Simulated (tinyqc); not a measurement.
Interface traps from C-V curves, high-low and Terman methods: one step of the calculation.

MOS capacitor on an n-type substrate; psi is the band bending, negative in depletion; only majority carriers are counted. At the bending psi the Fermi level lies y = xi - psi below the conduction edge at the surface, xi = Vt ln(Nc/Nd). Dit(y) = D0 + D1 exp(-y/E1); traps fill up to the Fermi level, follow the bias and a slow signal, and do not follow a fast one. V is the gate voltage from flat band.

Task. Terman extraction. psi at each point follows from C_HF and the ideal curve. Dit = (Cox/q) d(V - V0)/dpsi by central differences over the two neighbours.

Constants: q = 1.602176634e-19 C. Results are converted to the units shown.

```
point      psi (V)       V0 (V)        V (V)
0      -0.59000000  -0.62429391  -0.62999474
1      -0.52877778  -0.56115745  -0.56667196
2      -0.46755556  -0.49790047  -0.50320146
3      -0.40633333  -0.43449687  -0.43954533
4      -0.34511111  -0.37090947  -0.37564951
5      -0.28388889  -0.30708215  -0.31143360
6      -0.22266667  -0.24292270  -0.24677070
7      -0.16144444  -0.17826028  -0.18144013
8      -0.10022222  -0.11271843  -0.11499404
9      -0.03900000  -0.04527151  -0.04630445
```

Cox = 2302.0888 nF/cm^2

Wanted: Dit by Terman.

Result.

Dit by Terman, point 1 to 8 (cm^-2 eV^-1): 4.692e10  5.469e10  6.583e10  8.179e10  1.047e11  1.375e11  1.845e11  2.519e11

The differences overstate the curved tail; the largest error is 1.9 %, at point 8.

Computed by the program tinyqc: `OMP_NUM_THREADS=1 python tinyqc.py 2030167 2030168 out.jsonl`, one thread of a shared Intel Xeon 2.30GHz, about 0.01 s for the whole run.
